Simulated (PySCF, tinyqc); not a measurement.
Inside a calculation. Method: CIS on RHF in the sto-3g basis, frozen core, for BeH+, spin multiplicity 1. The lowest restricted solution is unstable here: a spin-polarised one lies 0.0167 hartree lower (PySCF). Computed by tinyqc, a small Python program that keeps every step (integrals from PySCF). Settings: charge = 1, multiplicity = 1, basis = sto-3g, method = RHF, frozen orbitals = 1, energy threshold = 1e-10, iteration cap = 86, orthogonalisation = symmetric, start = core, DIIS depth = 6. Command: `OMP_NUM_THREADS=1 python tinyqc.py 23432 23433 out.jsonl` (the two numbers bound the seeds that draw the settings). One thread of a shared host (Intel(R) Xeon(R) Processor @ 2.60GHz), about 0.09 s of CPU time with the checks. The early iterations of the SCF are left out here.

## One-electron integrals

Geometry (angstrom):

| atom | x | y | z |
|---|---|---|---|
| Be | 0.000000 | 0.000000 | 0.000000 |
| H | 0.000000 | 0.000000 | 1.948000 |

Basis sto-3g: exponents (1/bohr^2) and contraction coefficients of normalised primitives:

| element | l (shell) | exponent | coefficient |
|---|---|---|---|
| Be | s (1) | 30.167871 | 0.154329 |
| Be | s (1) | 5.495115 | 0.535328 |
| Be | s (1) | 1.487193 | 0.444635 |
| Be | s (2) | 1.314833 | -0.099967 |
| Be | s (2) | 0.305539 | 0.399513 |
| Be | s (2) | 0.099371 | 0.700115 |
| Be | p (3) | 1.314833 | 0.155916 |
| Be | p (3) | 0.305539 | 0.607684 |
| Be | p (3) | 0.099371 | 0.391957 |
| H | s (1) | 3.425251 | 0.154329 |
| H | s (1) | 0.623914 | 0.535328 |
| H | s (1) | 0.168855 | 0.444635 |

Overlap, kinetic and nuclear-attraction integrals over the contracted functions; the nuclear repulsion is the sum of Za Zb / Rab.

nuclear repulsion = 1.08660618 hartree

overlap S:
```
           1Be 1s    1Be 2s   1Be 2px   1Be 2py   1Be 2pz     2H 1s
1Be 1s   1.000000  0.259517  0.000000  0.000000  0.000000  0.018066
1Be 2s   0.259517  1.000000  0.000000  0.000000  0.000000  0.246829
1Be 2px  0.000000  0.000000  1.000000  0.000000  0.000000  0.000000
1Be 2py  0.000000  0.000000  0.000000  1.000000  0.000000  0.000000
1Be 2pz  0.000000  0.000000  0.000000  0.000000  1.000000  0.328211
2H 1s    0.018066  0.246829  0.000000  0.000000  0.328211  1.000000
```

kinetic energy T (hartree):
```
            1Be 1s     1Be 2s   1Be 2px   1Be 2py   1Be 2pz      2H 1s
1Be 1s    6.693975  -0.033012  0.000000  0.000000  0.000000  -0.005919
1Be 2s   -0.033012   0.211111  0.000000  0.000000  0.000000   0.008604
1Be 2px   0.000000   0.000000  0.660592  0.000000  0.000000   0.000000
1Be 2py   0.000000   0.000000  0.000000  0.660592  0.000000   0.000000
1Be 2pz   0.000000   0.000000  0.000000  0.000000  0.660592   0.049739
2H 1s    -0.005919   0.008604  0.000000  0.000000  0.049739   0.760032
```

nuclear attraction V (hartree):
```
             1Be 1s     1Be 2s    1Be 2px    1Be 2py    1Be 2pz      2H 1s
1Be 1s   -14.832744  -1.969744   0.000000   0.000000  -0.008517  -0.136080
1Be 2s    -1.969744  -2.582103   0.000000   0.000000  -0.087391  -0.547557
1Be 2px    0.000000   0.000000  -2.543899   0.000000   0.000000   0.000000
1Be 2py    0.000000   0.000000   0.000000  -2.543899   0.000000   0.000000
1Be 2pz   -0.008517  -0.087391   0.000000   0.000000  -2.602319  -0.708972
2H 1s     -0.136080  -0.547557   0.000000   0.000000  -0.708972  -2.312685
```

core Hamiltonian H = T + V (hartree):
```
            1Be 1s     1Be 2s    1Be 2px    1Be 2py    1Be 2pz      2H 1s
1Be 1s   -8.138769  -2.002756   0.000000   0.000000  -0.008517  -0.141999
1Be 2s   -2.002756  -2.370992   0.000000   0.000000  -0.087391  -0.538953
1Be 2px   0.000000   0.000000  -1.883307   0.000000   0.000000   0.000000
1Be 2py   0.000000   0.000000   0.000000  -1.883307   0.000000   0.000000
1Be 2pz  -0.008517  -0.087391   0.000000   0.000000  -1.941727  -0.659233
2H 1s    -0.141999  -0.538953   0.000000   0.000000  -0.659233  -1.552653
```

## Two-electron integrals

Functions are numbered as in S; the eight-fold symmetry (ij|kl) = (ji|kl) = (kl|ij) leaves the list below.

Two-electron integrals (ij|kl) in chemists' order, unique and non-zero (hartree):
```
(11|11) 2.298831   (21|11) 0.392036   (21|21) 0.079539   (22|11) 0.570988
(22|21) 0.143041   (22|22) 0.417683   (31|31) 0.014607   (32|31) 0.021888
(32|32) 0.092265   (33|11) 0.569578   (33|21) 0.143083   (33|22) 0.417589
(33|33) 0.449859   (41|41) 0.014607   (42|41) 0.021888   (42|42) 0.092265
(43|43) 0.024249   (44|11) 0.569578   (44|21) 0.143083   (44|22) 0.417589
(44|33) 0.401360   (44|44) 0.449859   (51|51) 0.014607   (52|51) 0.021888
(52|52) 0.092265   (53|53) 0.024249   (54|54) 0.024249   (55|11) 0.569578
(55|21) 0.143083   (55|22) 0.417589   (55|33) 0.401360   (55|44) 0.401360
(55|55) 0.449859   (61|11) 0.026841   (61|21) 0.005448   (61|22) 0.009904
(61|33) 0.009840   (61|44) 0.009840   (61|51) 0.000507   (61|52) 0.000954
(61|55) 0.010036   (61|61) 0.000393   (62|11) 0.096289   (62|21) 0.024641
(62|22) 0.082877   (62|33) 0.079426   (62|44) 0.079426   (62|51) 0.003128
(62|52) 0.022158   (62|55) 0.089693   (62|61) 0.001875   (62|62) 0.029564
(63|31) 0.001792   (63|32) 0.009354   (63|53) 0.003446   (63|63) 0.002058
(64|41) 0.001792   (64|42) 0.009354   (64|54) 0.003446   (64|64) 0.002058
(65|11) 0.116707   (65|21) 0.030124   (65|22) 0.105315   (65|33) 0.099358
(65|44) 0.099358   (65|51) 0.004878   (65|52) 0.033798   (65|55) 0.117108
(65|61) 0.002352   (65|62) 0.041735   (65|65) 0.059773   (66|11) 0.271480
(66|21) 0.070423   (66|22) 0.265225   (66|33) 0.248567   (66|44) 0.248567
(66|51) 0.008433   (66|52) 0.081588   (66|55) 0.298120   (66|61) 0.005368
(66|62) 0.130844   (66|65) 0.192691   (66|66) 0.774606
```

## Orthogonalisation

S = U s U^T; symmetric (Loewdin) form X = U s^(-1/2) U^T, so that X^T S X = 1.

eigenvalues of S: 0.560017  0.802241  1.000000  1.000000  1.183603  1.454138

X:
```
            1Be 1s     1Be 2s   1Be 2px   1Be 2py    1Be 2pz      2H 1s
1Be 1s    1.027258  -0.139721  0.000000  0.000000  -0.005356   0.018345
1Be 2s   -0.139721   1.054650  0.000000  0.000000   0.036032  -0.142850
1Be 2px   0.000000   0.000000  1.000000  0.000000   0.000000   0.000000
1Be 2py   0.000000   0.000000  0.000000  1.000000   0.000000   0.000000
1Be 2pz  -0.005356   0.036032  0.000000  0.000000   1.046245  -0.184319
2H 1s     0.018345  -0.142850  0.000000  0.000000  -0.184319   1.073048
```

## Iteration 8 (converged): orbitals

converged F (hartree):
```
            1Be 1s     1Be 2s    1Be 2px    1Be 2py    1Be 2pz      2H 1s
1Be 1s   -4.978147  -1.398188   0.000000   0.000000   0.015602  -0.098261
1Be 2s   -1.398188  -0.839793   0.000000   0.000000  -0.085245  -0.327537
1Be 2px   0.000000   0.000000  -0.117930   0.000000   0.000000   0.000000
1Be 2py   0.000000   0.000000   0.000000  -0.117930   0.000000   0.000000
1Be 2pz   0.015602  -0.085245   0.000000   0.000000  -0.206191  -0.285725
2H 1s    -0.098261  -0.327537   0.000000   0.000000  -0.285725  -0.387715
```

Diagonalise F' = X^T F X, C = X C', fill 2 alpha and 2 beta electrons from the bottom; D = 2 C_occ C_occ^T. Each column has its largest component positive (the first on a tie).

F' = X^T F X (hartree):
```
           1          2          3          4          5          6
1  -4.870668  -0.699886   0.000000   0.000000   0.014727   0.029359
2  -0.699886  -0.536314   0.000000   0.000000  -0.027787  -0.218391
3   0.000000   0.000000  -0.117930   0.000000   0.000000   0.000000
4   0.000000   0.000000   0.000000  -0.117930   0.000000   0.000000
5   0.014727  -0.027787   0.000000   0.000000  -0.131813  -0.217988
6   0.029359  -0.218391   0.000000   0.000000  -0.217988  -0.259944
```

orbital energies (hartree): MO1 -4.980905, MO2 -0.627944, MO3 -0.249926, MO4 -0.117930, MO5 -0.117930, MO6 0.060035

coefficients C:
```
               MO1        MO2        MO3       MO4        MO5        MO6
1Be 1s    0.993036  -0.204937  -0.197428  0.000000   0.000000   0.089712
1Be 2s    0.025858   0.689532   0.724389  0.000000   0.000000  -0.390706
1Be 2px   0.000000   0.000000   0.000000  0.219799   0.975545   0.000000
1Be 2py   0.000000   0.000000   0.000000  0.975545  -0.219799   0.000000
1Be 2pz  -0.002022   0.241571  -0.558192  0.000000   0.000000  -0.871775
2H 1s    -0.002694   0.501176  -0.438120  0.000000   0.000000   0.873507
```

D after iteration 8:
```
            1Be 1s     1Be 2s   1Be 2px   1Be 2py    1Be 2pz      2H 1s
1Be 1s    2.056239  -0.231266  0.000000  0.000000  -0.103030  -0.210770
1Be 2s   -0.231266   0.952245  0.000000  0.000000   0.333037   0.691014
1Be 2px   0.000000   0.000000  0.000000  0.000000   0.000000   0.000000
1Be 2py   0.000000   0.000000  0.000000  0.000000   0.000000   0.000000
1Be 2pz  -0.103030   0.333037  0.000000  0.000000   0.116721   0.242150
2H 1s    -0.210770   0.691014  0.000000  0.000000   0.242150   0.502369
```

Within a degenerate level the vectors are fixed only up to a rotation; this is one choice.

## Convergence

Stop when the energy changes by less than 1e-10 hartree and every element of the error matrix X^T (F D S - S D F) X is below 3e-06.

Course of the cycle:

| iteration | E (hartree) | change | largest element of the error matrix |
|---|---|---|---|
| 1 | -14.33966234 | - | 2.66e-01 |
| 2 | -14.58383560 | -2.44e-01 | 4.87e-02 |
| 3 | -14.58853357 | -4.70e-03 | 1.29e-02 |
| 4 | -14.58918843 | -6.55e-04 | 4.45e-03 |
| 5 | -14.58925773 | -6.93e-05 | 2.52e-04 |
| 6 | -14.58925792 | -1.91e-07 | 3.54e-05 |
| 7 | -14.58925793 | -4.58e-09 | 2.25e-07 |
| 8 | -14.58925793 | -7.28e-14 | 2.20e-08 |

PySCF RHF in the same basis = -14.58925793 hartree

Converged in 8 iterations.

## Integrals over molecular orbitals

(pq|rs) = sum C_ip C_jq C_kr C_ls (ij|kl), one index at a time.

one-electron integrals over orbitals h = C^T H C (hartree):
```
           1          2          3          4          5          6
1  -8.129388   0.178253   0.190144   0.000000   0.000000  -0.055472
2   0.178253  -1.937628  -0.100452   0.000000   0.000000   0.241282
3   0.190144  -0.100452  -1.827680   0.000000   0.000000  -0.118597
4   0.000000   0.000000   0.000000  -1.883307   0.000000   0.000000
5   0.000000   0.000000   0.000000   0.000000  -1.883307   0.000000
6  -0.055472   0.241282  -0.118597   0.000000   0.000000  -1.656003
```

Two-electron integrals over orbitals (pq|rs), unique and non-zero (hartree); the lowest 1 orbital is frozen and left out:
```
(22|22) 0.437038    (32|22) -0.062457   (32|32) 0.074677    (33|22) 0.331863
(33|32) 0.027122    (33|33) 0.410711    (42|42) 0.047159    (43|42) 0.035950
(43|43) 0.046732    (44|22) 0.344817    (44|32) 0.048647    (44|33) 0.373052
(44|44) 0.449859    (52|52) 0.047159    (53|52) 0.035950    (53|53) 0.046732
(54|54) 0.024249    (55|22) 0.344817    (55|32) 0.048647    (55|33) 0.373052
(55|44) 0.401360    (55|55) 0.449859    (62|22) 0.010504    (62|32) -0.058371
(62|33) 0.002086    (62|44) -0.069849   (62|55) -0.069849   (62|62) 0.113230
(63|22) -0.056600   (63|32) 0.072103    (63|33) 0.043174    (63|44) 0.043515
(63|55) 0.043515    (63|62) -0.062688   (63|63) 0.089288    (64|42) -0.023441
(64|43) -0.005472   (64|64) 0.021314    (65|52) -0.023441   (65|53) -0.005472
(65|65) 0.021314    (66|22) 0.443442    (66|32) -0.065723   (66|33) 0.361269
(66|44) 0.348996    (66|55) 0.348996    (66|62) 0.032059    (66|63) -0.057072
(66|66) 0.476789
```

## CIS matrix, singlets

A(ia,jb) = (e_a - e_i) d_ij d_ab + 2 (ia|jb) - (ij|ab).

CIS matrix A, singlet (hartree):
```
           2>3       2>4       2>5        2>6
2>3   0.195509  0.000000  0.000000  -0.060142
2>4   0.000000  0.259515  0.000000   0.000000
2>5   0.000000  0.000000  0.259515   0.000000
2>6  -0.060142  0.000000  0.000000   0.470996
```

## CIS singlet states

dipole integrals <i|r|a> (bohr):
```
            x          y          z
2>3  0.000000   0.000000  -1.386947
2>4  0.205005   0.909886   0.000000
2>5  0.909886  -0.205005   0.000000
2>6  0.000000   0.000000   0.797046
```

Diagonalise A (1 hartree = 27.211386 eV); each vector has its largest component positive (the first on a tie). The transition dipole is mu = sqrt2 sum c_ia <i|r|a>.

singlet excitation energies (eV): 4.978379  7.061762  7.061762  13.158164

lowest vectors:
```
      state 1   state 2    state 3    state 4
2>3  0.978890  0.000000   0.000000  -0.204386
2>4  0.000000  0.688347   0.725381   0.000000
2>5  0.000000  0.725381  -0.688347   0.000000
2>6  0.204386  0.000000   0.000000   0.978890
```

oscillator strengths 2/3 w |mu|^2: 0.348209  0.301010  0.301010  0.729484

Within a degenerate level the vectors are fixed only up to a rotation; this is one choice.

## CIS matrix, triplets

A(ia,jb) = (e_a - e_i) d_ij d_ab - (ij|ab).

CIS matrix A, triplet (hartree):
```
          2>3       2>4       2>5       2>6
2>3  0.046155  0.000000  0.000000  0.056600
2>4  0.000000  0.165197  0.000000  0.000000
2>5  0.000000  0.000000  0.165197  0.000000
2>6  0.056600  0.000000  0.000000  0.244537
```

## CIS triplet states

Diagonalise A (1 hartree = 27.211386 eV); each vector has its largest component positive (the first on a tie).

triplet excitation energies (eV): 0.847426  4.495239  4.495239  7.062690

lowest vectors:
```
       state 1   state 2    state 3   state 4
2>3   0.966578  0.000000   0.000000  0.256371
2>4   0.000000  0.826742  -0.562581  0.000000
2>5   0.000000  0.562581   0.826742  0.000000
2>6  -0.256371  0.000000   0.000000  0.966578
```

Within a degenerate level the vectors are fixed only up to a rotation; this is one choice.
